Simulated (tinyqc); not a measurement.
Worked calculation: permeation of metal atoms or ions through a thin barrier or dielectric: time lag, field-aided drift and lifetime. Computed by tinyqc, a small Python program that keeps every step. Command: `OMP_NUM_THREADS=1 python tinyqc.py 3009505 3009506 out.jsonl barrier walk`. One thread of a shared host (Intel(R) Xeon(R) Processor @ 2.30GHz), about 0.01 s of CPU time with the checks. Intermediate numbers are printed to about 5 digits and carried at full precision; extremes and crossings named in words are read from the listed rows.

The film 0 < x < d is empty at first; C = C0 at x = 0 and C = 0 at x = d. dC/dt = D d2C/dx2 - v dC/dx with drift v = D z e V/(k_B T d) (uniform field, no space charge).

Inputs (values chosen for the exercise, for a model case: doubly charged vacancies through an oxide):

| quantity | value | unit |
|---|---|---|
| thickness d | 60 | nm |
| prefactor D0 | 2.6e-05 | cm^2/s |
| activation energy E | 1.27 | eV |
| concentration at the source side C0 | 8.9e+13 | 1/cm^3 |
| charge number z | 2 | - |
| voltage V (positive drives ions across) | -0.039 | V |
| critical dose Q_c | 2e+09 | 1/cm^2 |
| test temperature T | 300 | C |
| use temperature T_u | 85 | C |
| time in units of d^2/D, s | 0.58 | - |

Constants: k_B = 8.617333262e-05 eV/K.

## Scales

D = D0 exp(-E/(k_B T)); time scale d^2/D; Peclet number P = z V/(k_B T), k_B T in eV; 1 nm = 1e-7 cm. Temperatures in kelvin are T(C) + 273.15.

diffusivity D = 1.7689e-16 cm^2/s

time scale d^2/D = 2.0351e+05 s

Peclet number P = -1.5793

## Steady flux and time lag

Steady flux J = (D C0/d) P/(1 - exp(-P)); time lag in units of d^2/D: s_L = [P (1 + exp(-P))/(1 - exp(-P)) - 2]/P^2 (P = 0: J = D C0/d, s_L = 1/6).

flux relative to D C0/d = 0.41005

steady flux J = 1075.9 1/(cm^2 s)

time lag s_L = 0.16013

time lag = 32588 s

The field opposes the ions and cuts the flux; the lag is the same as for the opposite sign.

## Dose at time s

Dose through the film Q(s) = C0 d {f (s - s_L) - 2 exp(P/2) sum_(n=1..200) (-1)^n n^2 pi^2 exp(-l_n s)/l_n^2}, l_n = n^2 pi^2 + P^2/4, f = P/(1 - exp(-P)) the relative flux.

Q/(C0 d) = 0.17236

dose Q = 9.2038e+07 1/cm^2

time = 1.1804e+05 s

## Time to the critical dose

Solve Q = Q_c for s. At the use temperature D and P take T_u, with the same C0 and V; 1 year = 3.15576e7 s.

s at the critical dose = 9.2939

failure time at T = 1.8914e+06 s

failure time at T_u = 5.6154e+05 years

Failure comes long after the lag, in steady flow: t is near Q_c/J. Caution: grain boundaries, pinholes, trapping and space charge are left out; thin real barriers usually fail at defects.

## Approach to the steady line

Short-time form for P = 0: Q/(C0 d) = 4 sqrt(s) ierfc(1/(2 sqrt(s))), ierfc(y) = exp(-y^2)/sqrt(pi) - y erfc(y).

Q/(C0 d):

| s | series | steady line f (s - s_L) | series without field | short-time form, no field |
|---|---|---|---|---|
| 0.03 | 2.1646e-06 | -0.05336 | 4.8419e-06 | 4.8419e-06 |
| 0.05 | 1.1946e-04 | -0.04516 | 2.6934e-04 | 2.6934e-04 |
| 0.08 | 1.4085e-03 | -0.03286 | 3.2066e-03 | 3.2066e-03 |
| 0.12 | 6.4719e-03 | -0.01645 | 1.4887e-02 | 1.4887e-02 |
| 0.20 | 2.6324e-02 | 0.01635 | 6.1464e-02 | 6.1463e-02 |
| 0.30 | 6.0851e-02 | 0.05736 | 1.4382e-01 | 1.4379e-01 |
| 0.50 | 1.3979e-01 | 0.13937 | 3.3479e-01 | 3.3326e-01 |
| 0.80 | 2.6240e-01 | 0.26238 | 6.3341e-01 | 6.1838e-01 |
| 1.20 | 4.2640e-01 | 0.42640 | 1.0333e+00 | 9.7002e-01 |

The dose lies above the steady line at all times and, among these rows, is within 1 % of it from s = 0.5 on (the lag is s_L = 0.160); for a known P the intercept of that line gives D and its slope D C0. The field changes the dose by a factor 0.447 in the first row and 0.413 in the last; at short times the factor tends to exp(P/2) = 0.454.

Checks made by the program: series against a 300-cell finite-difference solution (relative difference 9e-07).
